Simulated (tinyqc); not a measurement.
# Diffused layer (Gaussian), carriers, mobility and sheet resistance: effect of the diffusion length

An n-type layer from the surface x = 0 to the junction xj, N(x) = N0 exp(-(x/Ld)^2). Local neutrality (no depletion at surface or junction, no spilling of carriers), intrinsic carriers neglected, full ionisation of active dopants.

xj = Ld sqrt(ln(N0/Nb)). Active dopant A = min(N, Ns); n = A - Nb; mobility mu = m1 + (m2 (T/300 K)^(-bt) - m1)/(1 + ((A + Nb)/Nr)^am). Dose = integral of N, carrier sheet density = integral of n, 1/Rs = q integral of n mu, mean mobility 1/(q Rs sheet density), Hall mobility (unit Hall factor) = integral of n mu^2 over integral of n mu, Hall sheet density = (integral of n mu)^2/integral of n mu^2; all from 0 to xj. Integrals on 4000 steps.

Parameters, values chosen for the exercise; values close to those of silicon in GaAs over a p-type background:
```
symbol,value,unit,meaning
T,400,K,temperature
Nb,4e14,cm^-3,background doping of the opposite type
N0,7.8e16,cm^-3,peak chemical concentration
m1,491,cm^2/(V s),mobility limit at high doping
m2,8360,cm^2/(V s),"mobility limit at low doping, at 300 K"
Nr,5.88e16,cm^-3,reference doping of the mobility law
am,0.385,,exponent of the mobility law
bt,2.3,,temperature exponent of m2
Ns,6.02e18,cm^-3,solubility limit of active dopant
```

Constants: q = 1.602176634e-19 C. Results are converted to the units shown.

The same in every row: mean mobility (cm^2/(V s)) = 2466; Rs xj (ohm nm) = 8.531e5; Hall/true sheet density = 0.9922.

Effect of the diffusion length:
```
Ld (nm),xj (nm),dose (cm^-2),carriers (cm^-2),Rs (ohm/square)
22,50.52,1.519e11,1.499e11,1.689e4
33,75.78,2.278e11,2.248e11,1.126e4
49,112.5,3.383e11,3.338e11,7582
73,167.6,5.040e11,4.973e11,5089
110,252.6,7.595e11,7.494e11,3377
160,367.4,1.105e12,1.090e12,2322
240,551.1,1.657e12,1.635e12,1548
360,826.7,2.486e12,2.453e12,1032
```

What does the table show?

As Ld goes from 22 to 360, xj rises from 50.5 to 827 nm, Rs falls from 16900 to 1030 ohm/square, the mean mobility stays at 2470 cm^2/(V s) and the share of the dose that conducts stays at 98.7 %. The peak N0 is held, so the dose changes too. Rs goes as Ld^(-1.00) over the table: the profile only stretches, so Rs xj stays fixed. For Ld = 22, 33, 49, 73, 110 depletion at the junction, left out, would remove a tenth of the carriers or more.

tinyqc, about 0.01 s, one thread, Intel Xeon 2.30GHz (shared host): `OMP_NUM_THREADS=1 python tinyqc.py 2110158 2110159 out.jsonl`
